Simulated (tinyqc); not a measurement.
What each parameter does: thresholds of impact ionisation and Auger recombination from band masses.

Parabolic bands, no phonon. At threshold the three slow carriers share one velocity. With M their total mass and m4 the mass of the fast carrier, the fast carrier has the kinetic energy E_T = G M/(M - m4) and the slow ones together E_a = G m4/(M - m4), the activation energy of the Auger rate. CCCH (fast electron): G = Eg, M = 2 me + mh, m4 = me. CHHS (hole into the split-off band): G = Eg - Dso, M = 2 mh + me, m4 = ms; this form holds for Eg > Dso (below, the process needs about Dso - Eg and is marked by a dash). CHHL (hole into the light band): G = Eg, M = 2 mh + me, m4 = ml. CHHH (fast heavy hole): G = Eg, M = 2 mh + me, m4 = mh.

Non-parabolic fast electron: E (1 + alpha E) = c k^2/me with alpha = (1 - me)^2/Eg; the slow carriers stay parabolic, so E_T = Eg + me E_T (1 + alpha E_T)/M, M = 2 me + mh (the root between Eg and 1.9 Eg).

Constants: kB = 8.617333262e-05 eV/K.

Parameters, chosen for this exercise (near those of InAs, gap at low temperature and not tied to T; shifted at random, so the results belong to these values and not to a real crystal): Eg = 0.411 eV (gap at Gamma to the s-like level); Dso = 0.381 eV (spin-orbit splitting); me = 0.0264 m0 (electron mass at Gamma); mh = 0.37 m0 (heavy-hole mass); ms = 0.151 m0 (split-off mass); ml = 0.0269 m0 (light-hole mass); T = 300 K (temperature).

Activation energies.

One parameter was then changed.

Results before and after:
```
case     CCCH (meV)  CCCH non-parabolic (meV)  CHHL (meV)
base          27.37                     61.69       14.95
changed       30.19                     69.27       16.61
```

Which of these changes was made? (a) Dso = 0.4191 eV; (b) mh = 0.333 m0; (c) ms = 0.1661 m0; (d) ml = 0.0242 m0; (e) Eg = 0.3699 eV; (f) me = 0.0238 m0.

Answer: (b) mh = 0.333 m0. Of the candidates, run in turn, only this one gives the changed row.

All candidates:
```
case             CCCH (meV)  CCCH non-parabolic (meV)  CHHL (meV)
base                  27.37                     61.69       14.95
Eg = 0.3699 eV        24.64                     55.52       13.46
Dso = 0.4191 eV       27.37                     61.69       14.95
me = 0.0238 m0        24.84                     55.31       15.00
mh = 0.333 m0         30.19                     69.27       16.61
ms = 0.1661 m0        27.37                     61.69       14.95
ml = 0.0242 m0        27.37                     61.69       13.40
```

Run: tinyqc, `OMP_NUM_THREADS=1 python tinyqc.py 1850617 1850618 out.jsonl`; Intel(R) Xeon(R) Processor @ 2.30GHz, one thread, shared host; about 0.01 s of CPU time with all checks.
